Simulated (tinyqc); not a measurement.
# Charge stability of a double quantum dot, constant-interaction model with a charge sensor: two studies

Capacitance matrix C = [[C1, -Cm], [-Cm, C2]], C1 = G1 + X1 + Cm + L1, C2 = G2 + X2 + Cm + L2. Gate charges n1 = (G1 V1 + X1 V2)/q, n2 = (X2 V1 + G2 V2)/q. The state (N1, N2) has U = (1/2) d^T E d with d = (N1 - n1, N2 - n2) and E = q^2 C^(-1). Leads at 0 V; no tunnel coupling, spin or level spacing. The sensor reads s1 <N1> + s2 <N2>.

Values chosen for this exercise:
```
symbol  value  unit                    meaning
G1        2.8    aF            gate 1 to dot 1
G2        3.4    aF            gate 2 to dot 2
X1        0.6    aF            gate 2 to dot 1
X2        0.2    aF            gate 1 to dot 2
Cm        6.2    aF           between the dots
L1        7.4    aF  dot 1 to leads and ground
L2         17    aF  dot 2 to leads and ground
s1       0.91           sensor weight of dot 1
s2        0.1           sensor weight of dot 2
T         1.8     K                temperature
V2       25.5    mV          voltage of gate 2
```

Constants: q = 1.602176634e-19 C, kB = 1.380649e-23 J/K, Vt = kB T/q. Results are converted to the units shown.

Each table varies one quantity; the others keep the values above.

## A scan of gate 1

Thermal means over all states within two electrons of the gate charges.

A scan of gate 1:
```
V1 (mV)    <N1>     <N2>  sensor  N1 of the ground state  N2 of the ground state
36.7     1.0000  0.40630  0.9506                       1                       0
47.4     1.0000  0.95494  1.0055                       1                       1
58       1.0000  0.99843  1.0098                       1                       1
68.6     1.0000  0.99995  1.0100                       1                       1
79.2     1.0093  0.99171  1.0176                       1                       1
89.9     1.9974  0.79258  1.8969                       2                       1
100      2.0000  0.98983  1.9190                       2                       1
111      2.0000  0.99970  1.9200                       2                       1
122      2.0000  0.99999  1.9200                       2                       1
132      2.0000  0.99997  1.9200                       2                       1
143      2.8830  0.95899  2.7194                       3                       1
154      3.0000  0.99857  2.8299                       3                       1
164      3.0000  0.99994  2.8300                       3                       1
```

What does the comparison show?

The ground state changes 3 time(s) between the rows listed: (1,0) to (1,1); (1,1) to (2,1); (2,1) to (3,1). Adding to dot 1 moves the sensor by s1 = 0.91, adding to dot 2 by s2 = 0.1, and a shift from dot 2 to dot 1 by 0.810. Far from triple points dot 1 gains an electron about every q/(G1 + X2 Cm/C2) = 56.3 mV.

## Across the interdot transition

The gate charges are n1 = 0.5000 + x, n2 = 0.5000 - x, a line through the middle of the (1,0)-(0,1) boundary. The detuning is U(0,1) - U(1,0); thermal means over all states within two electrons.

Across the interdot transition:
```
x       detuning (meV)      <N1>      <N2>  sensor
-0.077         -0.9286  0.002515    0.9974  0.1020
-0.058         -0.6995   0.01091    0.9890  0.1088
-0.039         -0.4703   0.04604    0.9539  0.1373
-0.019         -0.2291    0.1859    0.8140  0.2506
0               0.0000    0.5000    0.5000  0.5050
0.019           0.2291    0.8141    0.1860  0.7594
0.039           0.4703    0.9540   0.04614  0.8727
0.058           0.6995    0.9891   0.01098  0.9012
0.077           0.9286    0.9975  0.002565  0.9080
```

<N1> rises from 0.00251 to 0.997 while <N2> falls from 0.997 to 0.00256; their sum stays within 9.5e-5 of 1. The detuning moves by EC1 + EC2 - 2 ECm = 12.1 meV for each unit of x, and the step is a Fermi function of width kB T = 0.155 meV, which makes it a thermometer once the lever arms are known.

Program tinyqc, `OMP_NUM_THREADS=1 python tinyqc.py 2470017 2470018 out.jsonl`; Intel Xeon 2.30GHz, shared host, one thread, about 0.01 s.
